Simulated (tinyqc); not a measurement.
Chemical vapour deposition: Grove model, boundary layer, depletion and step coverage: one step, computed by the program tinyqc. Command: `OMP_NUM_THREADS=1 python tinyqc.py 3013651 3013652 out.jsonl cvd walk`. One thread of a shared host (Intel(R) Xeon(R) Processor @ 2.30GHz), about 0.01 s of CPU time with the checks.

A precursor diffuses to the surface and reacts there at first order; each molecule that reacts adds one formula unit of film.

Question. Depletion along the susceptor. Plug flow: U b dC/dx = -k_eff C with k_eff = k_s h_g/(k_s + h_g), so C falls as exp(-k_eff x/(U b)); the used share of the precursor is 1 - C(L)/C(0).

Inputs (values chosen for the exercise, close to those used for epitaxial silicon from a chlorosilane):

| quantity | value | unit |
|---|---|---|
| temperature T | 1140 | C |
| gas velocity U | 14 | cm/s |
| susceptor length L | 13 | cm |
| channel height b | 9.2 | cm |

Reactor: horizontal, reduced pressure.

surface rate constant k_s = 2.350816 cm/s

mass-transfer coefficient h_g = 19.28170 cm/s

growth rate G at the inlet = 37.97176 nm/min

Give: k_eff; depletion length; rate at the outlet over rate at the inlet; rate at the outlet.

Answer.

k_eff = 2.0954 cm/s

depletion length = 61.469 cm

rate at the outlet over rate at the inlet = 0.80938

rate at the outlet = 30.734 nm/min

19.1 % of the precursor is used.
